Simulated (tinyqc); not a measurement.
# Worked calculation: p-i-n power rectifier, conductivity modulation at high injection

Numbers from tinyqc (`OMP_NUM_THREADS=1 python tinyqc.py 2230033 2230034 out.jsonl`; about 0.01 s on one thread of a shared Intel Xeon 2.30GHz). Printed values are rounded.

A drift layer from x = -d to d (2 d = W) between ideal p+ and n+ emitters (no recombination in them). High injection, n = p, ambipolar diffusion with one lifetime; both mobilities scale as (T/300 K)^(-bt).

Parameters, values chosen for the exercise; bulk values close to those of 4H silicon carbide: temperature T = 300 K; relative permittivity eps_r = 9.46; critical-field constant Kc = 22100 V/cm per (cm^-3)^(1/8); rated breakdown voltage of the drift layer BV = 2400 V; drift mobility at 300 K mud = 830 cm^2/(V s); temperature exponent of the drift mobility bt = 2.4; hole mobility at 300 K mup = 110 cm^2/(V s); band gap Eg = 3.3 eV; conduction-band density of states at T Nc = 1.7e19 cm^-3; valence-band density of states at T Nv = 2.5e19 cm^-3; forward current density J = 100 A/cm^2; high-level lifetime tau = 9.3e-7 s.

Constants: q = 1.602176634e-19 C, kB = 1.380649e-23 J/K, Vt = kB T/q, eps0 = 8.8541878128e-14 F/cm where lengths are in cm. Results are converted to the units shown.

Range of the model: Here n exceeds 3e17 cm^-3; above that emitter recombination, Auger recombination and carrier-carrier scattering, left out here, change the profile and the forward voltage.

## Drift layer

Triangular field at breakdown with Ec = Kc N^(1/8): BV = eps0 eps_r Ec^2/(2 q N), so N = (eps0 eps_r Kc^2/(2 q BV))^(4/3); W = 2 BV/Ec; mu = mud (T/300 K)^(-bt); rho = 1/(q mu N); ideal resistance rho W.

N = 4.310196e15 cm^-3
Ec = 1.989319 MV/cm
W = 24.12886 um
mu = 830 cm^2/(V s)
rho = 1.744675 ohm cm
ideal resistance = 4.209702 mohm cm^2

## Carrier profile

Da = 2 mun mup Vt/(mun + mup), La = sqrt(Da tau), B = (mun - mup)/(mun + mup) with mun = mud (T/300 K)^(-bt), mup likewise; n(x) = (tau J/(2 q La)) [cosh(x/La)/sinh(d/La) - B sinh(x/La)/cosh(d/La)]. 8 equal steps.

Da = 5.021888 cm^2/s
La = 21.61101 um
B = 0.7659574

```
point     x (um)    n (cm^-3)
0      -12.06443  3.171735e17
1       -9.04832  2.870605e17
2       -6.03222  2.625480e17
3       -3.01611  2.431577e17
4        0.00000  2.285113e17
5        3.01611  2.183231e17
6        6.03222  2.123943e17
7        9.04832  2.106092e17
8       12.06443  2.129330e17
```

d/La = 0.558. The lowest density on the grid is 48.9 times the drift doping.

## Forward voltage and stored charge

Ohmic drop: integral of J/(q (mun + mup) n); diffusion (Dember) drop Vt B ln(n(-d)/n(d)); both junctions together Vt ln(n(-d) n(d)/ni^2), ni = sqrt(Nc Nv) exp(-Eg/(2 Vt)), Eg in volts; V_F = the sum; stored charge q times the integral of n. Trapezoid rule; mun and mup scale as (T/300 K)^(-bt).

ohmic drop = 0.006757482 V
diffusion drop = 0.007890347 V
junction drops = 3.073868 V
V_F = 3.088516 V
stored charge = 93.15091 uC/cm^2

A fine grid gives V_F = 3.089 V and the stored charge J tau = 93.00 uC/cm^2. Without modulation the drift layer alone would drop J rho W = 0.421 V, 28.7 times the ohmic and diffusion drops together.
